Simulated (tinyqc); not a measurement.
Inside a calculation. Model: nanowire ballistic transistor, top-of-the-barrier model.

tinyqc, about 0.06 s, one thread, Intel Xeon 2.30GHz (shared host): `OMP_NUM_THREADS=1 python tinyqc.py 2400166 2400167 out.jsonl` Printed values are rounded.

At the top of the source barrier, states moving towards the drain are filled by the source (Fermi level 0) and states moving back by the drain (Fermi level -q Vd); nothing scatters. U is the shift of the band edge there, set by the capacitances CG, CD and CS (the total) and by the charge. Parabolic one-dimensional subband; the source is grounded.

Values chosen for this exercise; mass and valleys close to those of gallium arsenide:
```
symbol,value,unit,meaning
T,400,K,temperature
m,0.0702,m0,effective mass
gv,1,,valley degeneracy
eox,9,,relative permittivity of the gate insulator
tox,3.7,nm,insulator thickness
d,6,nm,wire diameter
aG,0.93,,gate control CG/CS
aD,0.02,,drain control CD/CS
E0,0.18,eV,band edge at the barrier top above the source Fermi level at zero bias
Vg,0.46,V,gate voltage
Vd,0.1,V,drain voltage
```

Constants: q = 1.602176634e-19 C, kB = 1.380649e-23 J/K, hbar = 1.054571817e-34 J s, h = 6.62607015e-34 J s, m0 = 9.1093837015e-31 kg, Vt = kB T/q, eps0 = 8.8541878128e-14 F/cm where lengths are in cm. Results are converted to the units shown.

## Density of states, capacitances and charge at zero bias

N0 = gv sqrt(2 m kB T/pi)/hbar, CG = 2 pi eps0 eox/ln(1 + 2 tox/d), CS = CG/aG, n0 = n at U = 0 and Vd = 0. eta1 = -(E0 + U)/Vt, eta2 = eta1 - Vd/Vt, n = (N0/2)[F_(-1/2)(eta1) + F_(-1/2)(eta2)], F_(-1/2)(x) = (1/sqrt(pi)) int_0^infinity u^(-1/2)/(1 + exp(u - x)) du. UL = -(aG Vg + aD Vd).

N0 = 1.42183e6 cm^-1
CG = 6.23143 pF/cm
CS = 6.70046 pF/cm
n0 = 7643.55 cm^-1
UL = -0.4298 eV

## Iteration 1: self-consistent potential at the barrier top

U at the start (U = UL) = -0.4298 eV

eta1 = -(E0 + U)/Vt, eta2 = eta1 - Vd/Vt, n = (N0/2)[F_(-1/2)(eta1) + F_(-1/2)(eta2)], F_(-1/2)(x) = (1/sqrt(pi)) int_0^infinity u^(-1/2)/(1 + exp(u - x)) du. U(out) = UL + q (n - n0)/CS. Newton step: U(new) = U + (U(out) - U)/(1 + CQ/CS), CQ = (q/Vt) dn/d(eta1) with both F' summed; F' = dF_(-1/2)/dx.

eta1 = 7.24702
eta2 = 4.34589
n = 3.76836e6 cm^-1
U(out) = -0.339876 eV
CQ = 1.68049 pF/cm
U after iteration 1 = -0.357907 eV

## Iteration 2: self-consistent potential at the barrier top

As before.

eta1 = 5.16131
eta2 = 2.26018
n = 2.90563e6 cm^-1
U(out) = -0.360505 eV
CQ = 2.20511 pF/cm
U after iteration 2 = -0.359862 eV

## Course of the iteration: self-consistent potential at the barrier top

Stop when U changes by less than 1e-9 eV, or after 90 iterations.

Course of the iteration:
```
iteration,U (eV),|change| (eV)
1,-0.357907,0.0719
2,-0.359862,1.95e-3
3,-0.359863,1.84e-6
4,-0.359863,1.63e-12
```

Converged in 4 iterations. At the end the number of correct digits about doubles with each step.

## Current, mean velocity and share of the gate voltage

converged U = -0.359863 eV

N0 = gv sqrt(2 m kB T/pi)/hbar, CG = 2 pi eps0 eox/ln(1 + 2 tox/d), CS = CG/aG, n0 = n at U = 0 and Vd = 0. eta1 = -(E0 + U)/Vt, eta2 = eta1 - Vd/Vt, n = (N0/2)[F_(-1/2)(eta1) + F_(-1/2)(eta2)], F_(-1/2)(x) = (1/sqrt(pi)) int_0^infinity u^(-1/2)/(1 + exp(u - x)) du. I = gv (2 q^2/h) Vt [ln(1 + exp eta1) - ln(1 + exp eta2)]. Mean velocity I/(q n). CQ = (q/Vt) dn/d(eta1); the band edge follows the gate as -dU/dVg = aG/(1 + CQ/CS).

eta1 = 5.21807
n = 2.93246e6 cm^-1
I = 7.51144 uA
mean velocity = 1.59875e7 cm/s
CQ = 2.18836 pF/cm
-dU/dVg = 0.701041 eV/V

The carriers from the source are degenerate (eta1 = 5.22), and the mean velocity is 0.682 times vT = sqrt(2 kB T/(pi m)) = 2.34e7 cm/s. The drain fills a good part of the returning states, which lowers the mean.
